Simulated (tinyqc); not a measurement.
Crystal pulling from the melt: segregation, interface stability, heat balance and point-defect regime: one step, computed by the program tinyqc. Command: `OMP_NUM_THREADS=1 python tinyqc.py 3025471 3025472 out.jsonl pull walk`. One thread of a shared host (Intel(R) Xeon(R) Processor @ 2.30GHz), about 0.01 s of CPU time with the checks.

A dilute solute; steady pulling with a flat interface unless it is found unstable.

Question. Heat balance and the ratio V/G. k_S G_S = k_L G_L + L V; the largest rate for this G_S, with G_L = 0, is k_S G_S/L. Voronkov: the crystal grows vacancy-rich if V/G_S > xi_c and interstitial-rich if below; at fixed G_L the neutral rate solves V = xi_c G_S(V).

Inputs (values chosen for the exercise, modelled on arsenic in silicon):
```
quantity                  value          unit
pull rate V                 1.3        mm/min
gradient in the melt G_L    3.8          K/cm
solid conductivity k_S     22.6       W/(m K)
melt conductivity k_L      62.2       W/(m K)
latent heat per volume L   4210        J/cm^3
critical ratio xi_c        0.14  mm^2/(min K)
```

Give: gradient in the solid G_S; largest rate; V/G_S; neutral pull rate.

Answer.

gradient in the solid G_S = 50.82 K/cm

largest rate = 1.637 mm/min

V/G_S = 0.2558 mm^2/(min K)

neutral pull rate = 0.2590 mm/min

V/G_S is 1.83 xi_c: vacancies survive and can cluster into voids. Latent heat makes up 79 % of the flux.
